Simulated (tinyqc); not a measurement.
Grain-boundary trapping model (Seto) of a polycrystalline semiconductor film: one step, computed by the program tinyqc. Command: `OMP_NUM_THREADS=1 python tinyqc.py 3020106 3020107 out.jsonl poly walk`. One thread of a shared host (Intel(R) Xeon(R) Processor @ 2.30GHz), about 0.01 s of CPU time with the checks.

Grains of equal size L are joined by thin boundaries with one trap level. Trapped carriers deplete a width W on each side and raise a barrier, crossed by thermionic emission. Dopants are fully ionised, statistics are non-degenerate and mu_g does not depend on T.

Problem. Resistivity and effective mobility. Boundary: sigma_b = L e^2 n_0 exp(-e V_B/k_B T)/sqrt(2 pi m k_B T); drift through the grain, depleted parts included: rho_g = [(1 - 2W/L) + (2W/L) int_0^1 exp(y^2 s^2) ds]/(e n_0 mu_g); rho = 1/sigma_b + rho_g. Mean carrier density n_av = n_0 [(1 - 2W/L) + (2W/L) (sqrt(pi)/2) erf(y)/y], y = sqrt(e V_B/k_B T); effective mobility 1/(e n_av rho).

Inputs (values chosen for the exercise, modelled on polycrystalline silicon):
```
quantity                           value        unit
effective mass m                    0.32         m_0
grain size L                          36          nm
doping N                         1.1e+19      1/cm^3
mobility inside the grains mu_g      180  cm^2/(V s)
temperature T                        400           K
```

Grain interior: resistance included.

depletion width W = 1.045431 nm

barrier V_B = 0.009296708 V

E_F = -0.04582576 eV

centre density n_0 = 1.10e+19 1/cm^3

Constants: k_B = 8.617333262e-05 eV/K; m_0 = 9.1093837015e-31 kg; k_B = 1.380649e-23 J/K; e = 1.602176634e-19 C.

Give: boundary resistivity; drift resistivity rho_g; resistivity rho; mean carrier density; effective mobility.

Solution.

boundary resistivity = 0.0012957 ohm cm

drift resistivity rho_g = 0.0031702 ohm cm

resistivity rho = 0.0044658 ohm cm

mean carrier density = 1.0947e+19 1/cm^3

effective mobility = 127.67 cm^2/(V s)

A single crystal with the same N and mu_g would have 0.00315 ohm cm, a factor 1.42 lower. Caution: E_F is within 2 k_B T of the band edge, so non-degenerate statistics fail, and tunnelling through so thin a barrier adds to the current. Caution: e V_B is below 2 k_B T, where the depletion approximation fails and the mean density does not balance the trapped charge.
